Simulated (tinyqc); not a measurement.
# Band bending at a free surface with a continuum of surface states, surface photovoltage and Kelvin probe: what changes with what

n-type bulk, xi = Ec - EF = Vt ln(Nc/Nd), p0 = ni^2/Nd, ni = sqrt(Nc Nv) exp(-Eg/(2 Vt)), Eg in volts. b is the upward band bending, u = b/Vt. Space charge per area, in units of q: Qc = sign(b) sqrt((2 eps0 eps_r Vt/q) [(Nd + dn)(exp(-u) - 1) + Nd u + (p0 + dn)(exp(u) - 1)]), with dn the excess density under light (flat quasi-Fermi levels; 0 in the dark). The states hold -Ds (E0 - xi - b): negative while the Fermi level lies above the neutrality level. Neutrality: Qc + Qf + (charge of the states) = 0.

Values chosen for this exercise; band and dielectric values close to those of silicon: temperature T = 300 K; band gap Eg = 1.11 eV; relative permittivity eps_r = 11.8; conduction-band density of states at T Nc = 2.76e19 cm^-3; valence-band density of states at T Nv = 2.66e19 cm^-3; donor density Nd = 7.3e17 cm^-3; fixed positive charge at the surface Qf = 0 cm^-2; density of surface states Ds = 5.1e12 cm^-2 eV^-1; depth of their neutrality level below the conduction edge E0 = 0.54 eV.

Constants: q = 1.602176634e-19 C, kB = 1.380649e-23 J/K, Vt = kB T/q, eps0 = 8.8541878128e-14 F/cm where lengths are in cm. Results are converted to the units shown.

Each table varies one quantity; the others keep the values above.

## Pinning by the surface states

b solves the neutrality condition in the dark.

Pinning by the surface states:

| Ds (cm^-2 eV^-1) | b (V) | xi + b (eV) | Qc (cm^-2) |
|---|---|---|---|
| 6.7e10 | 0.002223 | 0.09613 | 2.974e10 |
| 1.8e11 | 0.006065 | 0.09997 | 7.920e10 |
| 5.1e11 | 0.01795 | 0.1119 | 2.184e11 |
| 1.4e12 | 0.05429 | 0.1482 | 5.485e11 |
| 3.9e12 | 0.1582 | 0.2521 | 1.123e12 |
| 1.1e13 | 0.2994 | 0.3933 | 1.614e12 |
| 2.9e13 | 0.3825 | 0.4765 | 1.843e12 |
| 8.1e13 | 0.4221 | 0.5160 | 1.942e12 |

b rises from 0.00222 to 0.422 V. The Fermi level moves towards E0 = 0.54 eV and is within 24.0 meV of it in the last row; it is half-way there at the Ds that solves Ds b = Qc(b) + Qf with b = (E0 - xi)/2, 6.14e12 cm^-2 eV^-1.

## Photovoltage against injection

Same model as above.

Under chopped light the surface charge keeps its dark value, so b falls to bL with Qc(bL, dn) = Qc(b, 0); the photovoltage is b - bL.

Photovoltage against injection:

| dn (cm^-3) | bL (V) | photovoltage (mV) | share of b removed (%) |
|---|---|---|---|
| 7.9e8 | 0.19630 | 5.5497e-5 | 2.8272e-5 |
| 1e10 | 0.19630 | 7.0248e-4 | 3.5786e-4 |
| 1.3e11 | 0.19629 | 0.0091292 | 0.0046507 |
| 1.7e12 | 0.19618 | 0.11888 | 0.060558 |
| 2.1e13 | 0.19490 | 1.3975 | 0.71195 |
| 2.7e14 | 0.18436 | 11.944 | 6.0847 |
| 3.5e15 | 0.15206 | 44.243 | 22.538 |
| 4.4e16 | 0.10577 | 90.533 | 46.120 |
| 5.7e17 | 0.055906 | 140.39 | 71.520 |
| 7.2e18 | 0.020230 | 176.07 | 89.695 |

The photovoltage rises from 5.55e-5 to 176 mV, towards the full b = 196 mV. Its steepest rise is 44.8 mV a decade (Vt ln 10 = 59.5 mV), and it reaches 89.7 % of b in the last row: even strong light does not flatten the bands fully, so a saturation reading understates b. For dn = 7.2e18 the injection is high, and a Dember voltage, left out here, adds to the signal.

Computed by the program tinyqc: `OMP_NUM_THREADS=1 python tinyqc.py 2430010 2430011 out.jsonl`, one thread of a shared Intel Xeon 2.30GHz, about 0.01 s for the whole run.
